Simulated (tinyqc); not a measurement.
# Surface Green function of a two-leg ladder, Sancho-Rubio decimation: densities of states against energy

A semi-infinite lead of cells 0, 1, 2, ... with H0 inside a cell and H1 = <cell i|H|cell i + 1>. One rung (site 1 on leg a, site 2 on leg b) is a cell; all hoppings enter with a minus sign. z = E + i eta.

Start with e_s = e = H0, a = H1, b = H1^dagger. Each round: g = (z - e)^(-1); e_s <- e_s + a g b; e <- e + a g b + b g a; a <- a g a; b <- b g b (all with the old a, b). Round k joins cells 2^k apart. Stop when the largest entry of the matrices a and b is below 1e-12 eV; g_s = (z - e_s)^(-1), bulk (z - e)^(-1), density of states -Im Tr/pi. Here eta = 0.01 eV. Open modes are the crossings of E with the bands of H0 + H1 exp(ik) + H1^dagger exp(-ik) for 0 < k < pi.

H0 (eV):
```
       1      2
1      0  -1.39
2  -1.39   0.68
```

H1 (eV):
```
    1      2
1  -1  -0.24
2   0  -0.54
```

Densities of states against energy:
```
E (eV)  open modes  rounds  surface (1/eV)  bulk (1/eV)
-3.32            0       6        0.001794     0.005131
-2.71            1      12          0.1726       0.3064
-2.11            1      13          0.2761       0.1967
-1.5             1      13          0.3255       0.1724
-0.9             1      13          0.3409       0.1719
-0.29            1      13          0.3219       0.1938
0.31             1      12          0.2455       0.2819
0.92             1      12          0.3542       0.4147
1.52             1      12          0.5068       0.2763
2.13             1      12          0.4920       0.2716
2.73             1      12          0.3244       0.3869
3.34             0       6        0.002944     0.006441
```

Read the table: what changes, and by how much?

The bands of the infinite lead run over -3.02 to 0.724, 0.616 to 3.04 eV. The rounds lie between 6 and 13, 6.0 on average outside the bands and 12.4 inside. The surface density of states is largest at E = 1.52 eV among the rows (0.507 1/eV, bulk 0.276).

Computed by the program tinyqc: `OMP_NUM_THREADS=1 python tinyqc.py 2680021 2680022 out.jsonl`, one thread of a shared Intel Xeon 2.30GHz, about 0.05 s for the whole run.
